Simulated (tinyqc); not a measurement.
Worked calculation: two coupled magnetic layers: synthetic antiferromagnet, spin flop, exchange bias and magnetoresistance. Computed by tinyqc, a small Python program that keeps every step. Command: `OMP_NUM_THREADS=1 python tinyqc.py 3023238 3023239 out.jsonl saf walk`. One thread of a shared host (Intel(R) Xeon(R) Processor @ 2.30GHz), about 0.2 s of CPU time with the checks. Intermediate numbers are printed to about 5 digits and carried at full precision; extremes and crossings named in words are read from the listed rows.

Moments lie in the plane at the angles p1, p2 from the field. Energy per area: E = J1 cos(p1 - p2) + J2 cos^2(p1 - p2) - B M_s (t1 cos p1 + t2 cos p2) + K (t1 sin^2 p1 + t2 sin^2 p2).

Inputs (values chosen for the exercise, for a model stack):

| quantity | value | unit |
|---|---|---|
| saturation magnetisation M_s | 1360 | kA/m |
| thickness t1 | 4.4 | nm |
| thickness t2 | 3.6 | nm |
| antiferromagnetic coupling J1 | 0.74 | mJ/m^2 |
| biquadratic coupling J2 | 0.0077 | mJ/m^2 |
| in-plane anisotropy K | 16 | kJ/m^3 |
| field over the saturation field | 0.48 | - |
| spin polarisation P1 | 0.74 | - |
| spin polarisation P2 | 0.33 | - |
| resistance-area product, parallel | 14 | ohm micrometre^2 |
| exchange-bias energy J_ex | 0.093 | mJ/m^2 |

Field direction: along the easy axis.

## Saturation field

The parallel state is stable while the Hessian at p1 = p2 = 0 is positive: with c = J1 + 2 J2 and u = B M_s + 2K, (u t1 - c)(u t2 - c) > c^2, so B_sat M_s = c (1/t1 + 1/t2) - 2K. B_K = 2K/M_s.

exchange field c (1/t1 + 1/t2)/M_s = 280.53 mT

B_K = 23.529 mT

saturation field B_sat = 257.00 mT

applied field B = 123.36 mT

## Limit of the antiparallel state

With p1 = 0, p2 = 180 degrees and c2 = J1 - 2 J2 the Hessian is [[c2 + t1 (2K + b), -c2], [-c2, c2 + t2 (2K - b)]], b = B M_s; its determinant vanishes at the positive root of t1 t2 b^2 - c2 (t1 - t2) b - [2K c2 (t1 + t2) + 4 K^2 t1 t2] = 0.

stability limit B_sf of the antiparallel state = 97.515 mT

Net moment and anisotropy together hold the collinear state up to 0.38 B_sat.

## Equilibrium at the field B

The lowest minimum of E over both angles (from five starts; of two mirror images the one with p1 >= 0, and for equal layers |p1| <= |p2|).

p1 = 47.325 degrees

p2 = -75.773 degrees

m/m_sat along B = 0.48341

energy = -0.95842 mJ/m^2

The moments are canted, 123.1 degrees apart.

## Tunnel magnetoresistance against a free layer along B

Julliere: TMR = 2 P1 P2/(1 - P1 P2). Conductance G(theta) = G0 (1 + P1 P2 cos theta), so RA(theta) = RA_P (1 + P1 P2)/(1 + P1 P2 cos theta); theta = p2 for the layer next to the barrier.

TMR = 64.620 %

RA, antiparallel = 23.047 ohm micrometre^2

RA at this field = 16.433 ohm micrometre^2

## Pinning of a single layer

A layer t1 on an antiferromagnet is shifted by B_ex = J_ex/(M_s t1).

bias field, single layer = 15.541 mT

## Pinning of the pair

A rigid antiparallel pair has the net moment M_s (t1 - t2), so the same J_ex holds it up to J_ex/(M_s (t1 - t2)).

bias field, rigid pair = 85.478 mT

Caution: at such fields the pair is no longer rigid.

## Magnetisation curve

The formulas are those given above.

Equilibrium states:

| B/B_sat | B (mT) | p1 (degrees) | p2 (degrees) | m/m_sat |
|---|---|---|---|---|
| 0.02 | 5.14 | 0.000 | -180.00 | 0.1000 |
| 0.06 | 15.42 | 0.000 | -180.00 | 0.1000 |
| 0.12 | 30.84 | 0.000 | -180.00 | 0.1000 |
| 0.20 | 51.40 | 0.000 | -180.00 | 0.1000 |
| 0.30 | 77.10 | 0.000 | -180.00 | 0.1000 |
| 0.45 | 115.65 | 47.097 | -80.72 | 0.4470 |
| 0.60 | 154.20 | 43.919 | -61.23 | 0.6127 |
| 0.80 | 205.60 | 31.632 | -40.32 | 0.8114 |
| 0.95 | 244.15 | 15.764 | -19.43 | 0.9537 |
| 1.10 | 282.70 | 0.000 | 0.00 | 1.0000 |

The collinear state is the lowest in 5 row(s), with m/m_sat = (t1 - t2)/(t1 + t2) = 0.100; then the moments are canted and close at B_sat. The largest gap between m/m_sat and B/B_sat in the canted rows is 0.013.

Checks made by the program: the energy against a grid over both angles (relative difference 3e-07).
